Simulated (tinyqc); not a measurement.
Thin-film resistivity, exact integral against the thick limit.

Fuchs-Sondheimer for a film of thickness d, k = d/lam: rho0/rho = 1 - (3 (1 - ps)/(2 k)) int_1^infinity (t^-3 - t^-5)(1 - exp(-k t))/(1 - ps exp(-k t)) dt; thick limit rho/rho0 = 1 + 3 (1 - ps)/(8 k).

Values chosen for this exercise; metal values close to those of tungsten:

| symbol | value | unit | meaning |
|---|---|---|---|
| rho0 | 5.19 | uohm cm | bulk resistivity |
| lam | 15.2 | nm | bulk mean free path |
| ps | 0.2 |  | specular share of surface scattering |

Results:
```
d (nm),k,"rho/rho0, exact",thick limit,error of the limit (%),rho (uohm cm)
0.76,0.050000,6.0110,7.0000,16.5,31.197
1.5,0.098684,3.8643,4.0400,4.55,20.056
2.9,0.19079,2.6424,2.5724,-2.65,13.714
5.5,0.36184,1.9341,1.8291,-5.43,10.038
11,0.72368,1.4864,1.4145,-4.83,7.7142
40,2.6316,1.1270,1.1140,-1.15,5.8489
78,5.1316,1.0621,1.0585,-0.339,5.5121
150,9.8684,1.0314,1.0304,-0.0924,5.3527
```

Estimate the missing row, d = 21 nm.

Computed row:
```
d (nm),k,"rho/rho0, exact",thick limit,error of the limit (%),rho (uohm cm)
21,1.3816,1.2525,1.2171,-2.82,6.5004
```

With this row back in the table: rho/rho0 falls from 6.01 to 1.03. The error of the thick limit goes from 16 through a minimum of -5.4 (at d = 5.5 nm among the rows listed) to -0.092 %; it stays within 5 % for k of 0.7237 and above among the rows listed. The change of sign at small k is a crossing of two different laws, not agreement.

Program tinyqc, `OMP_NUM_THREADS=1 python tinyqc.py 2100165 2100166 out.jsonl`; Intel Xeon 2.30GHz, shared host, one thread, about 0.01 s.
